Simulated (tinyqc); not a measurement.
## Slope factor and drain-induced lowering from three currents

Question. With source and body at 0 V, I = A exp((Vg + dd Vd)/(nf Vt)) (1 - exp(-Vd/Vt)). Find nf, the swing nf Vt ln 10 and dd.

Parameters, values chosen for the exercise:
```
symbol  value  unit      meaning
T         378     K  temperature
```

Constants: q = 1.602176634e-19 C, kB = 1.380649e-23 J/K, Vt = kB T/q. Results are converted to the units shown.

currents at (Vg, Vd) = (0, 0.05), (0, 1.2) and (0.1, 1.2) V (nA/um): [0.16293913, 0.52914213, 4.0414359]

Answer. The pair at equal Vd gives nf; the pair at equal Vg, after dividing out the factors 1 - exp(-Vd/Vt), gives dd.

nf = 1.510
swing = 113.3 mV/decade
dd = 0.04000

Computed by the program tinyqc: `OMP_NUM_THREADS=1 python tinyqc.py 2242020 2242021 out.jsonl`, one thread of a shared Intel Xeon 2.30GHz, about 0.03 s for the whole run.
